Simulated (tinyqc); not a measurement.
# Sneak resistance and off state from two reads

Problem. A cell Rc in parallel with a sneak path Rsn = K Ron [2/(N - 1) + 1/(N - 1)^2], N = 4, is read through a sense resistor Ron: Vout = Vr Ron/(Ron + Rc Rsn/(Rc + Rsn)). In the low state Rc = Ron. Find Rsn, K and Roff.

Values chosen for this exercise:

| symbol | value | unit | meaning |
|---|---|---|---|
| Ron | 5 | kohm | resistance of the low state |
| Vr | 0.1 | V | read voltage |

Vout with the selected cell low and high (mV): [55.6962025, 21.0822999]

Answer. Each read gives the parallel resistance; the first yields Rsn, the second then Roff.

Rsn = 19.44 kohm
K = 5.000
Roff = 500.0 kohm

Computed by the program tinyqc: `OMP_NUM_THREADS=1 python tinyqc.py 2880110 2880111 out.jsonl`, one thread of a shared Intel Xeon 2.30GHz, about 0.03 s for the whole run.
